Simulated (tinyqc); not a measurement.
From results back to parameters: conductance of a narrow metal strip with scatterers (square lattice, Green functions). Four cases, with inputs chosen for the exercise.

Problem. Boundaries with reflection R, a distance dg apart, add incoherently to the scattering in a one-dimensional channel: rho/rho0 = 1 + (lam/dg) R/(1 - R). The ratio comes from a hidden R.

Case 1.

Values chosen (out of a larger set: hopping and spacing of the size met in Cu or Al; the lattice is a model; not measured data): lam = 26 nm (bulk mean free path); dg = 16 nm (distance between boundaries).

rho/rho0 = 1.51316

Case 2.

Values chosen (out of a larger set: hopping and spacing of the size met in Cu or Al; the lattice is a model; not measured data): lam = 28 nm (bulk mean free path); dg = 24 nm (distance between boundaries).

rho/rho0 = 2.31560

Case 3.

Values chosen (out of a larger set: hopping and spacing of the size met in Cu or Al; the lattice is a model; not measured data): lam = 27 nm (bulk mean free path); dg = 20 nm (distance between boundaries).

rho/rho0 = 3.02500

Case 4.

Values chosen (out of a larger set: hopping and spacing of the size met in Cu or Al; the lattice is a model; not measured data): lam = 40 nm (bulk mean free path); dg = 52 nm (distance between boundaries).

rho/rho0 = 1.86743

Find: R; effective mean free path lam rho0/rho.

Solution. y = (rho/rho0 - 1) dg/lam = R/(1 - R), so R = y/(1 + y).

Case 1.

R = 0.240
effective mean free path lam rho0/rho = 17.18 nm

Case 2.

R = 0.530
effective mean free path lam rho0/rho = 12.09 nm

Case 3.

R = 0.600
effective mean free path lam rho0/rho = 8.93 nm

Case 4.

R = 0.530
effective mean free path lam rho0/rho = 21.42 nm

Computed by tinyqc, one run a case: `OMP_NUM_THREADS=1 python tinyqc.py N N+1 out.jsonl` with N = 1451860, 1451866, 1451871, 1451994; one thread of a shared Intel(R) Xeon(R) Processor @ 2.30GHz, about 0.01 s a run at most.
